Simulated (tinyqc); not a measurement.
Isotope shift of the local mode: vibrations of a mass or spring defect in a linear chain. Computed by tinyqc, a small Python program. Command: `OMP_NUM_THREADS=1 python tinyqc.py 3013297 3013298 out.jsonl localmode walk`. One thread of a shared host (Intel(R) Xeon(R) Processor @ 2.30GHz), about 0.01 s of CPU time with the checks.

A ring of N atoms with nearest-neighbour springs k and motion along the chain. Atom 1 is the defect, of mass M', and its two springs are k'. Odd sites are A (the defect replaces an A atom), even sites B.

Inputs (values chosen for the exercise, for a model chain): spring constant k = 6.47 eV/angstrom^2; mass M_A = 47.6 u; mass M_B = 170 u; defect mass M' = 22.6 u; spring ratio k'/k at the defect = 1.5; isotope mass step = 2 u.

Host: diatomic.

Constants: nu for 1 eV/(angstrom^2 u) = 15.6333042 THz.

Method:
- Host bands: lambda from 0 to 2k/M(heavy) and from 2k/M(light) to 2k (1/M_A + 1/M_B).
- nu = 15.6333042 THz x sqrt(lambda), lambda in eV/(angstrom^2 u).
- D_ii = (sum of the two springs at i)/M_i, D_ij = -k_ij/sqrt(M_i M_j) for neighbours, closed into a ring.
- The same matrix for 120 atoms; amplitudes are the mass-weighted eigenvector, in size, relative to the defect, for the highest mode; its weight is the squared component of the normalised eigenvector on the defect.
- Raise M' by the isotope step in the 120-atom ring. First order, good only for a step much smaller than M': Delta nu/nu = -(1/2) (weight on the defect) Delta M'/M'; a defect vibrating against fixed neighbours would give sqrt(M'/(M' + step)) - 1.

highest frequency, long ring = 14.9864 THz

weight of the highest mode on the defect = 0.930564

shift, exact = -3.8552 %

shift, first order = -4.1175 %

shift, fixed neighbours = -4.1512 %

The shift is 93 % of the fixed-neighbour value; all other atoms together carry 7 % of the kinetic energy of the mode.

Extremes, crossings and ranges named in words are read from the listed rows.
